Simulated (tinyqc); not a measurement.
Physical sputtering: collision-cascade yield, angular dependence, faceting and resputtering in deposition: one step, computed by the program tinyqc.

Ions start collision cascades; atoms that reach the surface with more than U leave. The target is amorphous or fine-grained.

Question. Yield at normal incidence. gamma = 4 M1 M2/(M1 + M2)^2; threshold E_th = 6.7 U/gamma for M1 >= M2, else U (1 + 5.7 M1/M2)/gamma. eps = 0.03255 M2 E/(Z1 Z2 (M1 + M2) z), z = (Z1^(2/3) + Z2^(2/3))^(1/2), E in eV; s_n = 3.441 sqrt(eps) ln(eps + 2.718)/(1 + 6.355 sqrt(eps) + eps (6.882 sqrt(eps) - 1.708)); S_n = 84.78 Z1 Z2 M1 s_n/((M1 + M2) z) in eV angstrom^2; alpha = 0.249 (M2/M1)^0.56 + 0.0035 (M2/M1)^1.5 for M1 <= M2, else 0.0875 (M2/M1)^(-0.15) + 0.165 M2/M1; Y0 = 0.042 Q alpha S_n/U [1 - sqrt(E_th/E)]^2.5 (the electronic-loss factor of the full formula is dropped). Erosion rate = Y0 J/(e N); 1 cm^2 = 1e14 nm^2.

Inputs (values chosen for the exercise, modelled on krypton ions on tungsten):
```
quantity                  value     unit
ion Z1                       36        -
ion mass M1                83.8        u
target Z2                    74        -
target mass M2            183.8        u
surface binding energy U    8.9       eV
target density N           63.2   1/nm^3
fit factor Q                0.7        -
ion energy E              19000       eV
current density J          0.18  mA/cm^2
```

Constants: e = 1.602176634e-19 C.

Give: energy transfer factor gamma; threshold E_th; reduced energy eps; nuclear stopping S_n; alpha; yield Y0; erosion rate.

Answer.

energy transfer factor gamma = 0.86035

threshold E_th = 37.228 eV

reduced energy eps = 0.029853

nuclear stopping S_n = 3821.3 eV angstrom^2

alpha = 0.39793

yield Y0 = 4.4855 atoms per ion

erosion rate = 47.842 nm/min

The threshold factor is 0.893; the energy cost is 4240 eV per removed atom, 476 times U.
